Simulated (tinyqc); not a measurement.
Inside a calculation. Model: AlGaN/GaN HEMT with access regions, lumped model.

Program tinyqc, `OMP_NUM_THREADS=1 python tinyqc.py 2570108 2570109 out.jsonl`; Intel Xeon 2.30GHz, shared host, one thread, about 0.02 s. Printed values are rounded.

A polarisation-induced electron sheet under a Schottky gate, in series with two ungated access regions and contacts. Drift law v = mu E/(1 + mu E/vs) under the gate. Currents in mA/mm, resistances in ohm mm. No self-heating, no channel-length modulation; fits for polarisation, barrier and offset are chosen for the exercise.

Values chosen for this exercise; values close to those of AlGaN/GaN structures:
- x = 0.25 (aluminium share of the barrier)
- d = 30 nm (barrier thickness)
- eps_r = 9.4 (relative permittivity of barrier and channel)
- mu = 1500 cm^2/(V s) (channel mobility)
- vs = 1.1e7 cm/s (saturation velocity)
- Lg = 1.5 um (gate length)
- Ls = 1 um (source access length)
- Ld = 8 um (drain access length)
- Rc = 0.33 ohm mm (resistance of each contact)
- ft = 0 (share of the drain-access electrons removed by traps)
- Vg = 0.5 V (gate voltage)
- Vd = 4 V (drain voltage)
- Ec = 2.8 MV/cm (critical field)
- te = 0.16 um (depth over which the depleted charge spreads)
- tf = 300 nm (insulator under the field plate)
- ei = 3.9 (relative permittivity of that insulator)

Constants: q = 1.602176634e-19 C, eps0 = 8.8541878128e-14 F/cm where lengths are in cm. Results are converted to the units shown.

## Polarisation charge, threshold and sheet resistance

sigma = (5e13 x + 1.6e13 x^2) cm^-2, phiB = 0.84 + 1.3 x, dEc = 0.7 (1.71 x + x^2) in volts, Cb = eps0 eps_r/d, VT = phiB - dEc - q sigma/Cb, access density n0 = -Cb VT/q. Rsh = 1/(q mu n0); largest access current q n0 vs.

sigma = 1.35e13 cm^-2
Cb = 0.2774312 uF/cm^2
VT = -6.974305 V
n0 = 1.207663e13 cm^-2
Rsh = 344.5502 ohm
q n0 vs = 2128.379 mA/mm

## Iteration 1: drain current

I at the start = 650 mA/mm

Access resistance R(L, n) = L/(q mu n sqrt(1 - (I/(q n vs))^2)); Rs = Rc + R(Ls, n0), Rd = Rc + R(Ld, (1 - ft) n0). Vg' = Vg - I Rs, Vd' = Vd - I (Rs + Rd); with u = Vg' - VT, Vc = vs Lg/mu and w the smaller of Vd' and Vc [sqrt(1 + 2 u/Vc) - 1] (0 if negative), the channel gives (mu Cb/Lg)(u w - w^2/2)/(1 + w/Vc). I(new) = I + 0.3 (channel current - I).

Rs = 0.6918368 ohm mm
Rd = 3.224695 ohm mm
Vg' = 0.05030605 V
Vd' = 1.454254 V
channel current = 1094.186 mA/mm
I after iteration 1 = 783.2559 mA/mm

## Iteration 2: drain current

As before.

Rs = 0.7005544 ohm mm
Rd = 3.294435 ohm mm
Vg' = -0.04871338 V
Vd' = 0.8709008 V
channel current = 875.1976 mA/mm
I after iteration 2 = 810.8384 mA/mm

## Course of the iteration: drain current

Stop when I changes by less than 1e-6 mA/mm, or after 60 iterations. I must stay below q (1 - ft) n0 vs.

Course of the iteration:
```
iteration  I (mA/mm)  |change| (mA/mm)
1           783.2559               133
2           810.8384              27.6
3           809.1362              1.70
4           809.3480             0.212
5           809.3225            0.0255
6           809.3256           3.09e-3
7           809.3252           3.74e-4
8           809.3253           4.52e-5
9           809.3252           5.47e-6
10          809.3253           6.62e-7
```

Converged in 10 iterations. At the end each change is about 0.12 times the one before, with alternating sign: linear convergence. Of Vd, 18.8 % reaches the channel; the access current is 38 % of its limit.

## On-resistance and breakdown

sigma = (5e13 x + 1.6e13 x^2) cm^-2, phiB = 0.84 + 1.3 x, dEc = 0.7 (1.71 x + x^2) in volts, Cb = eps0 eps_r/d, VT = phiB - dEc - q sigma/Cb, access density n0 = -Cb VT/q. Ron = 2 Rc + Ls/(q mu n0) + Ld/(q mu (1 - ft) n0) + Lg/(mu Cb (Vg - VT)). Off state: a depleted stretch that holds the voltage V has the peak field sqrt(k V), k = 2 q n0/(eps0 eps_r te), so one edge holds V1 = Ec^2/k. The sheet under the plate pinches off at Vf = q n0 (1/Cb + tf/(eps0 ei)); beyond it the gate edge is screened. BV = V1 if Vf >= V1, else Vf + V1, and at most Ec Ld. Specific resistance Ron (Ls + Lg + Ld); figure of merit BV^2 over it.

Ron = 4.243203 ohm mm
Vf = 175.0729 V
V1 = 26.97903 V
BV = 26.97903 V
specific resistance = 0.4455363 mohm cm^2
figure of merit = 1.633690 MW/cm^2

The plate pinches off too late to screen the gate edge, so it adds nothing.
